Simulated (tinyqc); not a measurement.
Reverse leakage of an n+-p junction: diffusion, generation, trap-assisted and band-to-band tunnelling: one step of the calculation.

One-sided abrupt junction in the depletion approximation, x from the junction (0) to W on the p side, field F = F0 (1 - x/W). Flat quasi-Fermi levels, long p side. Traps generate through SRH with both lifetimes shortened by 1 + Gamma (Hurkx enhancement, form for moderate fields); band-to-band generation is local and needs a total bending above Eg.

Problem. Generation rates across the layer. u = (Vbi + VR)(1 - x/W)^2, p = Na exp(-u/Vt), n = Nd exp((u - Vbi - VR)/Vt); G0 = ni^2 (1 - exp(-VR/Vt))/(tau (n + p + 2 ni cosh(Et/Vt))); Gamma = 2 sqrt(3 pi)(F/FG) exp((F/FG)^2); trap-assisted part G0 Gamma; G_bb = Ab F^2.5 exp(-Bb/F) with F in V/cm, zero unless Vbi + VR > Eg, and counted as zero under 1 cm^-3 s^-1. 13 equal steps.

Inputs (values chosen for the exercise); band and dielectric values close to those of silicon:
- T = 400 K (temperature)
- Eg = 1.1 eV (band gap)
- Na = 1.7e17 cm^-3 (acceptor density of the lighter side)
- Nd = 5e19 cm^-3 (donor density of the heavier side)
- tau = 2e-7 s (SRH lifetime of both carriers at zero field)
- Et = -0.01 eV (trap level above the intrinsic level)
- Ab = 4.3e14 cm^-0.5 V^-2.5 s^-1 (band-to-band prefactor)
- Bb = 1.88e7 V/cm (band-to-band field constant)
- VR = 1.3 V (reverse bias)

Constants: q = 1.602176634e-19 C, kB = 1.380649e-23 J/K, Vt = kB T/q. Results are converted to the units shown.

ni = 5.0062471e12 cm^-3
Vbi = 0.91515094 V
W = 129.80885 nm
F0 = 341.29429 kV/cm
FG = 544.68121 kV/cm

Wanted: x; F; Gamma; G0; G0 Gamma; G_bb.

Solution.

```
point,x (nm),F (kV/cm),Gamma,G0 (cm^-3 s^-1),G0 Gamma (cm^-3 s^-1),G_bb (1e4 cm^-3 s^-1)
0,0.0,341.3,5.697,2.506e12,1.428e13,3.495
1,10.0,315.0,4.962,3.361e16,1.668e17,0.029
2,20.0,288.8,4.312,1.136e19,4.900e19,0.000
3,30.0,262.5,3.733,1.201e19,4.483e19,0.000
4,39.9,236.3,3.215,1.201e19,3.860e19,0.000
5,49.9,210.0,2.747,1.201e19,3.298e19,0.000
6,59.9,183.8,2.321,1.201e19,2.787e19,0.000
7,69.9,157.5,1.931,1.179e19,2.276e19,0.000
8,79.9,131.3,1.568,5.430e18,8.515e18,0.000
9,89.9,105.0,1.229,3.150e17,3.870e17,0.000
10,99.9,78.8,0.9066,2.254e16,2.044e16,0.000
11,109.8,52.5,0.5974,3.373e15,2.015e15,0.000
12,119.8,26.3,0.2966,1.078e15,3.198e14,0.000
13,129.8,0.0,0,7.371e14,0,0.000
```

Range of the model: The n+ side is degenerate, so Vbi from Boltzmann statistics is only a guide.

tinyqc, about 0.01 s, one thread, Intel Xeon 2.30GHz (shared host): `OMP_NUM_THREADS=1 python tinyqc.py 2290107 2290108 out.jsonl`
